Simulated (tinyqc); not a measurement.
Comparisons within one model: band gaps under pressure and temperature from deformation potentials. A value that a table varies takes the place of the one given here.

Murnaghan: V/V0 = (1 + Bp P/B0)^(-1/Bp), B0 = (C11 + 2 C12)/3. Each gap moves by a ln(V/V0) with its volume potential a, and falls with temperature by aV T^2/(T + bV) (Varshni); the two effects are added. No change of phase is considered.

Constants: hc = 1239.841984 eV nm.

Values chosen for the exercise (near those of GaP, the X and L potentials typical of such crystals; shifted at random, so the results belong to these values and not to a real crystal):
```
symbol  value                  unit   meaning
Eg      2.926                  eV     gap at Gamma to the s-like level at 0 K, 0 GPa
EgX     2.32                   eV     gap to X at 0 K, 0 GPa
EgL     2.773                  eV     gap to L at 0 K, 0 GPa
C11     138.7                  GPa
C12     62.6                   GPa
Bp      4.97                          pressure derivative of the bulk modulus
aG      -9.9                   eV     volume potential of the Gamma gap
aX      1.66                   eV     volume potential of the X gap
aL      -3.31                  eV     volume potential of the L gap
aV      (0.565, 0.569, 0.593)  meV/K  Varshni alpha of Gamma, X, L
bV      (371, 392, 357)        K      Varshni beta of Gamma, X, L
T       77                     K      temperature
P       4.1                    GPa    pressure
```

## Gaps against pressure

The last column is the linear form E0 + c1 P for Gamma, c1 = -aG/B0.

Gaps (eV):
```
P (GPa)  ln(V/V0)  Gamma      X      L  lowest  Gamma, linear
0.00       0.0000  2.919  2.313  2.765       X          2.919
1.50      -0.0164  3.081  2.286  2.819       X          3.087
3.00      -0.0315  3.230  2.261  2.869       X          3.256
4.50      -0.0456  3.370  2.237  2.916       X          3.425
6.00      -0.0587  3.500  2.215  2.959       X          3.594
7.50      -0.0711  3.622  2.195  3.000       X          3.763
9.00      -0.0827  3.737  2.175  3.039       X          3.931
10.50     -0.0937  3.846  2.157  3.075       X          4.100
12.00     -0.1041  3.950  2.140  3.110       X          4.269
```

Over 12 GPa Gamma moves by +1.031, L by +0.345 and X by -0.173 eV. X stays lowest. The linear form overshoots by 319 meV at the end, because the crystal stiffens; the gap is linear in ln V, not in P.

## Gaps against temperature

At the pressure P; wavelength hc/E of the lowest gap.

Gaps (eV):
```
T (K)   Gamma       X       L  lowest  wavelength (nm)
0      3.3410  2.2504  2.9118       X            550.9
50     3.3377  2.2472  2.9081       X            551.7
100    3.3290  2.2388  2.8988       X            553.8
200    3.3014  2.2120  2.8692       X            560.5
300    3.2652  2.1764  2.8305       X            569.7
400    3.2238  2.1355  2.7864       X            580.6
500    3.1789  2.0909  2.7388       X            593.0
600    3.1315  2.0439  2.6887       X            606.6
```

From 0 to 100 K the Gamma gap falls by 12.0 meV, from 500 to 600 K by 47.3 meV: quadratic below bV, linear with a slope tending to aV = 0.565 meV/K above. X stays lowest. A pressure of 0.67 GPa, with the slope -aG/B0 at zero pressure, would undo the fall of the Gamma gap from 0 to 300 K.

## What each parameter does

Gaps at P and T. Each row changes one parameter from the base and keeps the others.

Results:
```
case              Gamma (eV)  X (eV)  L (eV)
base                  3.3335  2.2432  2.9037
T = 127 K             3.3227  2.2327  2.8920
C11 = 124.83 GPa      3.3542  2.2398  2.9106
C12 = 56.34 GPa       3.3521  2.2401  2.9099
Bp = 5.467            3.3296  2.2439  2.9023
aG = -8.91 eV         3.2920  2.2432  2.9037
aX = 1.826 eV         3.3335  2.2363  2.9037
aL = -3.641 eV        3.3335  2.2432  2.9175
P = 4.51 GPa          3.3707  2.2370  2.9161
```

The largest shifts from the base row, up to three for each result and ties (the steps differ in size, so this ranks the rows, not the parameters). Gamma (eV): aG -0.0415, P +0.0371, C11 +0.0207; unchanged at the printed digits by aX and aL. X (eV): T -0.0105, aX -0.0070, P -0.0062; unchanged at the printed digits by aG and aL. L (eV): aL +0.0139, P +0.0124, T -0.0117; unchanged at the printed digits by aG and aX.

Program tinyqc; command `OMP_NUM_THREADS=1 python tinyqc.py 1051022 1051023 out.jsonl`; about 0.01 s on one thread of a shared Intel(R) Xeon(R) Processor @ 2.30GHz.
